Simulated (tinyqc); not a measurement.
Vertical double-diffused power MOSFET, components of the on-resistance: two steps of the calculation.

Stripe cells of pitch Wp + a, two channels a cell. Current flows through the channels, spreads in the accumulation layer, passes the gap between the p bodies and spreads at 45 degrees into the drift layer below them. Low drain voltage, full ionisation.

Values chosen for this exercise; bulk values close to those of gallium nitride:
- T = 350 K (temperature)
- eps_r = 9.37 (relative permittivity)
- Kc = 26700 V/cm per (cm^-3)^(1/8) (critical-field constant)
- BV = 6500 V (rated breakdown voltage of the drift layer)
- mud = 909 cm^2/(V s) (drift mobility at 300 K)
- bt = 2.2 (temperature exponent of the drift mobility)
- tox = 44 nm (gate oxide thickness (eps_r 3.9))
- Vov = 11 V (gate overdrive)
- mch = 52 cm^2/(V s) (channel mobility)
- mac = 77 cm^2/(V s) (accumulation-layer mobility)
- Lc = 0.3 um (channel length)
- Wp = 3.3 um (width of the p body in one cell, channels included)
- a = 1.8 um (gap between neighbouring p bodies)
- xp = 1.5 um (depth of the p body)
- Nj = 5 (doping of the gap over the drift doping)
- Vbi = 3.03 V (built-in voltage of the body junction)
- Rs = 0.097 mohm cm^2 (substrate and contact resistance)

Constants: q = 1.602176634e-19 C, eps0 = 8.8541878128e-14 F/cm where lengths are in cm. Results are converted to the units shown.

Problem 1. Drift layer. Triangular field at breakdown with Ec = Kc N^(1/8): BV = eps0 eps_r Ec^2/(2 q N), so N = (eps0 eps_r Kc^2/(2 q BV))^(4/3); W = 2 BV/Ec; mu = mud (T/300 K)^(-bt); rho = 1/(q mu N); ideal resistance rho W.

Give: N; Ec; W; mu; rho; ideal resistance.

Solution 1.

N = 1.866e15 cm^-3
Ec = 2.165 MV/cm
W = 60.06 um
mu = 647.6 cm^2/(V s)
rho = 5.164 ohm cm
ideal resistance = 31.01 mohm cm^2

Problem 2. Components of the on-resistance. Pitch p = Wp + a, Cox = 3.9 eps0/tox; zero-bias depletion in the gap w0 = sqrt(2 eps0 eps_r Vbi/(q N Nj)), open gap g = a - 2 w0; R_ch = Lc p/(2 mch Cox Vov); R_acc = 0.6 a p/(4 mac Cox Vov), 0.6 being an empirical factor for current leaving the layer along its length; R_gap = (rho/Nj) xp p/g; spreading depth t = min(W, (p - g)/2); R_drift = (rho p/2) ln((g + 2 t)/g) + rho (W - t); R_on = the sum with Rs.

N = 1.8664204e15 cm^-3
W = 60.055932 um
mu = 647.56139 cm^2/(V s)
rho = 5.1641541 ohm cm

Give: w0; g; components; R_on; shares.

Solution 2.

w0 = 0.5799 um
g = 0.6402 um
components (mohm cm^2): channel 0.1704, accumulation 0.2072, gap 1.234, drift 32.59, substrate 0.09700
R_on = 34.30 mohm cm^2
shares (%): channel 0.50, accumulation 0.60, gap 3.60, drift 95.02, substrate 0.28

The drift term is the largest. R_on is 1.11 times the ideal drift resistance, and spreading raises the drift term to 1.05 times it.

tinyqc, about 0.01 s, one thread, Intel Xeon 2.30GHz (shared host): `OMP_NUM_THREADS=1 python tinyqc.py 2230027 2230028 out.jsonl`
